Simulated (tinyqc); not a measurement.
Nanowire ballistic transistor, top-of-the-barrier model: two steps of the calculation.

At the top of the source barrier, states moving towards the drain are filled by the source (Fermi level 0) and states moving back by the drain (Fermi level -q Vd); nothing scatters. U is the shift of the band edge there, set by the capacitances CG, CD and CS (the total) and by the charge. Parabolic one-dimensional subbands; the source is grounded.

Values chosen for this exercise; mass and valleys close to those of germanium: temperature T = 200 K; effective mass m = 0.123 m0; valley degeneracy gv = 4; relative permittivity of the gate insulator eox = 3.9; insulator thickness tox = 2.9 nm; wire diameter d = 2 nm; offset of a second subband (0: none) dE = 0.07 eV; gate control CG/CS aG = 0.81; drain control CD/CS aD = 0.115; band edge at the barrier top above the source Fermi level at zero bias E0 = 0.16 eV; gate voltage Vg = 0.25 V; drain voltage Vd = 0.2 V.

Constants: q = 1.602176634e-19 C, kB = 1.380649e-23 J/K, hbar = 1.054571817e-34 J s, m0 = 9.1093837015e-31 kg, Vt = kB T/q, eps0 = 8.8541878128e-14 F/cm where lengths are in cm. Results are converted to the units shown.

Question 1. Density of states, capacitances and charge at zero bias. N0 = gv sqrt(2 m kB T/pi)/hbar, CG = 2 pi eps0 eox/ln(1 + 2 tox/d), CS = CG/aG, n0 = n at U = 0 and Vd = 0. eta1 = -(E0 + U)/Vt, eta2 = eta1 - Vd/Vt, n = (N0/2)[F_(-1/2)(eta1) + F_(-1/2)(eta2)], F_(-1/2)(x) = (1/sqrt(pi)) int_0^infinity u^(-1/2)/(1 + exp(u - x)) du. Each F is summed over the two subbands, F(eta) + F(eta - dE/Vt), which share the mass. UL = -(aG Vg + aD Vd).

Wanted: N0; CG; CS; n0; UL.

Answer 1.

N0 = 5.3233e6 cm^-1
CG = 1.5942 pF/cm
CS = 1.9681 pF/cm
n0 = 503.20 cm^-1
UL = -0.22550 eV

Question 2. Self-consistent potential at the barrier top. U(out) = UL + q (n - n0)/CS. Newton step: U(new) = U + (U(out) - U)/(1 + CQ/CS), CQ = (q/Vt) dn/d(eta1) with both F' summed; F' = dF_(-1/2)/dx.

U after iteration 1 = -0.16441953 eV
N0 = 5.3232588e6 cm^-1
CS = 1.9681470 pF/cm
n0 = 503.20230 cm^-1
UL = -0.2255 eV

Wanted: eta1; eta2; n; U(out); CQ; U after iteration 2.

Answer 2.

eta1 = 0.2564
eta2 = -11.35
n = 1.937e6 cm^-1
U(out) = -0.06782 eV
CQ = 10.61 pF/cm
U after iteration 2 = -0.1493 eV

Program tinyqc, `OMP_NUM_THREADS=1 python tinyqc.py 2400019 2400020 out.jsonl`; Intel Xeon 2.30GHz, shared host, one thread, about 0.09 s.
